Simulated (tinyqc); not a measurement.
Wider gaps pin less: metal-induced gap states at the contact of a metal chain and a two-band chain.

The semiconductor alternates sites A at -Eg/2 and C at +Eg/2 with hopping -t; the gap runs from -Eg/2 to Eg/2. In the gap cosh(q a) = 1 + (Eg^2/4 - E^2)/(2 t^2) and the amplitude changes by -exp(-q a) a period. The metal has site energy 0 and hopping -tm; its end site has g_m = (E - i sqrt(4 tm^2 - E^2))/(2 tm^2). Sites 1, 2, ... count into the semiconductor, with energies e1, e2 alternating. The clean half chain has g1 = 1/(E - e1 - t^2 g2), g2 = 1/(E - e2 - t^2 g1), decaying root. With the contact G11 = 1/(1/g1 - tc^2 g_m), and the density on site j is -Im G_jj/pi = |psi_j/psi_1|^2 (-Im G11/pi), per spin, with psi_2/psi_1 = -t g2, psi_3/psi_2 = -t g1.

Constants: e^2/(4 pi eps0) = 14.39964547 eV angstrom.

Values chosen for the exercise (gap and optical dielectric constant near those of HfO2; the chain itself is a model; shifted at random, so the results belong to these values and not to a real crystal):
- Eg = 5.47 eV (gap)
- t = 2.51 eV (hopping in the semiconductor)
- tm = 2.6 eV (hopping in the metal)
- tc = 2.27 eV (hopping across the contact)
- end = C (site that touches the metal)
- a = 3.6 angstrom (period (two sites); one chain for each area a^2)
- eps = 4 (dielectric constant)

E = 0; Eg is varied and eps follows 1 + (eps0 - 1)(Eg0/Eg), with the given Eg and eps as Eg0 and eps0. xi = 1/(2q), N = 2 (summed density)/a^2, S = 1/(1 + 4 pi e^2 N xi/eps).

Against the gap:
```
Eg (eV)    eps  xi (angstrom)  summed density (1/eV)      S  S at fixed eps
0.50     33.82          18.08                 0.6114  0.099           0.013
0.75     22.88          12.06                 0.4047  0.144           0.029
1.10     15.92           8.23                 0.2729  0.202           0.060
1.50     11.94           6.05                 0.1974  0.264           0.107
2.30      8.13           3.96                 0.1248  0.371           0.225
3.40      5.83           2.71                 0.0803  0.490           0.397
5.50      3.98           1.72                 0.0444  0.651           0.652
9.00      2.82           1.12                 0.0222  0.803           0.853
```

How do the results move, and what explains it?

From Eg = 0.5 to 9 eV xi falls by a factor 16.2 and the summed density by 27.6, so at fixed eps S rises from 0.01 to 0.85. The weaker screening of wide-gap solids works against this: with it S goes from 0.10 to 0.80.

Program tinyqc; command `OMP_NUM_THREADS=1 python tinyqc.py 1480276 1480277 out.jsonl`; about 0.01 s on one thread of a shared Intel(R) Xeon(R) Processor @ 2.30GHz.
